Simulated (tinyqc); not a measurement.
## Minority carriers and saturation current of a heavily doped emitter: effect of the contact

n-type, parabolic bands, full ionisation. eta = (EF - Ec)/kB T solves N = Nc F12(eta), F12(x) = (2/sqrt(pi)) int_0^infinity sqrt(u)/(1 + exp(u - x)) du. The gap shrinks rigidly by dEg = E1 [ln(N/N0) + sqrt(ln^2(N/N0) + 0.5)], an empirical law that is here taken as the true narrowing.

ni = sqrt(Nc Nv) exp(-Eg/(2 Vt)), Eg in volts; degeneracy factor g = F12(eta) exp(-eta); nie^2 = ni^2 exp(dEg/kB T) g, p0 = nie^2/N; apparent narrowing dEg + kB T ln g. 1/tau = Cn N^2 + 1/ts, D = mup Vt, L = sqrt(D tau); J0 = (q p0 D/L)(s + tanh(W/L))/(1 + s tanh(W/L)), s = S L/D; the share recombining inside is 1 - 1/[cosh(W/L)(1 + tanh(W/L)/s)].

Inputs (values chosen for the exercise); band and dielectric values close to those of silicon:
```
symbol    value        unit                                     meaning
T           300           K                                 temperature
Eg          1.1          eV                                    band gap
Nc      2.83e19       cm^-3  conduction-band density of states at 300 K
Nv      2.66e19       cm^-3     valence-band density of states at 300 K
N        7.6e19       cm^-3                       ionised donor density
E1            9         meV                 energy of the narrowing law
N0       9.9e16       cm^-3                density of the narrowing law
mup         240  cm^2/(V s)                      minority-hole mobility
Cn      2.4e-31      cm^6/s                           Auger coefficient
ts          1.9          us                             defect lifetime
W            64          nm                               emitter width
```

Constants: q = 1.602176634e-19 C, kB = 1.380649e-23 J/K, Vt = kB T/q. Results are converted to the units shown.

Result of one run:
```
J0 (fA/cm^2)  share inside (%)
325.6                    58.99
```

Which recombination velocity at the contact S gave this result: 1500, 6200, 4.8e5 or 8.8e6 cm/s?

S = 6200 cm/s.

The whole series:
```
S (cm/s)  J0 (fA/cm^2)  share inside (%)
80               194.4             99.11
340              200.0             96.32
1500             225.0             85.57
6200             325.6             58.99
26000            739.0             25.73
1.1e5             2325             7.867
4.8e5             7126             2.258
2.1e6          1.453e4            0.8737
8.8e6          1.908e4            0.5560
```

J0 rises from 194 to 19100 fA/cm^2, between the limits q p0 (D/L) tanh(W/L) = 193 and q p0 (D/L) coth(W/L) = 21200; W/L = 0.096, so passivating the contact can gain at most a factor of 110.

Range of the model: Band tails, non-parabolic bands and incomplete ionisation are left out.

Numbers from tinyqc (`OMP_NUM_THREADS=1 python tinyqc.py 2330030 2330031 out.jsonl`; about 0.01 s on one thread of a shared Intel Xeon 2.30GHz).
